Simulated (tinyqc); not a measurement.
CMOS inverter, nodal equation and switching: effect of the temperature.

An n-channel pull-down (bn, VTn) and a p-channel pull-up (bp, VTp) share the input Vin and the output node Vout, which carries the load C. Transistor (EKV form, voltages against the body): I = 2 n b Vt^2 [F(vp - Vs) - F(vp - Vd)] from drain to source, F(v) = ln^2(1 + exp(v/(2 Vt))), vp = (Vg - VT + sg |Vd - Vs|)/n. n-channel bodies are at 0; for the p-channel device all voltages are counted down from Vdd. b in uA/V^2 gives I in uA. Static: In = Ip. Transient: C dVout/dt = Ip - In. No velocity saturation, no gate capacitance beyond C.

VM solves In = Ip with Vin = Vout; VIL and VIH are the inputs of gain -1, NML = VIL - Vout(VIH), NMH = Vout(VIL) - VIH. For a step input the delay to Vdd/2 is tHL = C times the integral of dV/(In - Ip) from Vdd/2 to Vdd at Vin = Vdd, and tLH likewise with Ip - In from 0 to Vdd/2 at Vin = 0. Thresholds, gain factors and n are held fixed.

Values chosen for this exercise: supply voltage Vdd = 0.6 V; slope factor n = 1.3; drain-induced barrier lowering sg = 0.046; n-channel threshold VTn = 0.35 V; p-channel threshold (magnitude) VTp = 0.33 V; gain factor of the pull-down transistor bn = 660 uA/V^2; gain factor of the pull-up transistor bp = 860 uA/V^2; load capacitance C = 0.85 fF.

Constants: q = 1.602176634e-19 C, kB = 1.380649e-23 J/K, Vt = kB T/q. Results are converted to the units shown.

Results:
```
T (K)  VM (V)  gain at VM  NML (V)  NMH (V)  tHL (ps)  tLH (ps)
220    0.3135      -21.74   0.2744   0.2462     13.70     9.120
250    0.3140      -21.74   0.2711   0.2418     13.67     9.109
280    0.3146      -21.73   0.2678   0.2373     13.63     9.091
310    0.3152      -21.72   0.2646   0.2328     13.58     9.064
340    0.3158      -21.68   0.2613   0.2283     13.51     9.028
370    0.3164      -21.61   0.2580   0.2237     13.41     8.981
430    0.3175      -21.27   0.2514   0.2147     13.18     8.857
```

Estimate the missing row, T = 400 K.

Computed row:
```
T (K)  VM (V)  gain at VM  NML (V)  NMH (V)  tHL (ps)  tLH (ps)
400    0.3169      -21.48   0.2547   0.2192     13.30     8.924
```

With this row back in the table: As T goes from 220 to 430 K, VM rises from 0.313 to 0.318 V, the size of the gain falls from 21.7 to 21.3, tHL falls from 13.7 to 13.2 ps and tLH falls from 9.12 to 8.86 ps. The smaller margin is largest, 0.246 V, at T = 220 K among the rows.

Numbers from tinyqc (`OMP_NUM_THREADS=1 python tinyqc.py 2340125 2340126 out.jsonl`; about 0.05 s on one thread of a shared Intel Xeon 2.30GHz).
